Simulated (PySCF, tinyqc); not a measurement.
Worked calculation: MP2 on RHF in the sto-6g basis, for BeH+, spin multiplicity 1. The lowest restricted solution is unstable here: a spin-polarised one lies 0.0123 hartree lower (PySCF). One step of it, computed by the program tinyqc.

Task: Orthogonalisation. S = U s U^T; symmetric (Loewdin) form X = U s^(-1/2) U^T, so that X^T S X = 1.

overlap S, lower triangle:
```
,1Be 1s,1Be 2s,1Be 2px,1Be 2py,1Be 2pz,2H 1s
1Be 1s,1.000000
1Be 2s,0.254764,1.000000
1Be 2px,0.000000,0.000000,1.000000
1Be 2py,0.000000,0.000000,0.000000,1.000000
1Be 2pz,0.000000,0.000000,0.000000,0.000000,1.000000
2H 1s,0.020787,0.264270,0.000000,0.000000,0.344908,1.000000
```

Give: eigenvalues of S; X.

Result:

eigenvalues of S: 0.5400  0.8043  1.0000  1.0000  1.1805  1.4752

X, lower triangle:
```
,1Be 1s,1Be 2s,1Be 2px,1Be 2py,1Be 2pz,2H 1s
1Be 1s,1.0263
1Be 2s,-0.1374,1.0581
1Be 2px,0.0000,0.0000,1.0000
1Be 2py,0.0000,0.0000,0.0000,1.0000
1Be 2pz,-0.0057,0.0412,0.0000,0.0000,1.0520
2H 1s,0.0185,-0.1549,0.0000,0.0000,-0.1967,1.0832
```
